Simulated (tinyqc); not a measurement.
## Mobility, diffusion coefficient and lifetime from two collectors

Question. For an injected sheet in a field F the peak time tp at distance L obeys u^2 tp^2 + 2 D tp = L^2 with u^2 = v^2 + 4 D/tau, and the pulse area goes as exp(L (v - u)/(2 D)); v = mu F. Find u, D, mu and tau without using the Einstein relation.

Inputs (values chosen for the exercise):
- F = 14 V/cm (sweep field along the drift)

distances (um): 630  1200
peak times (us): 3.66123951  7.06023961
ratio of the areas, far over near = 0.134822514

Solution. The two peak times give two linear equations for u^2 and D; the area ratio gives v - u, and u^2 - v^2 = 4 D/tau gives tau.

u = 1.677e4 cm/s
D = 27.40 cm^2/s
mu = 1060 cm^2/(V s)
tau = 1.800e-6 s

tinyqc, about 0.01 s, one thread, Intel Xeon 2.30GHz (shared host): `OMP_NUM_THREADS=1 python tinyqc.py 2310125 2310126 out.jsonl`
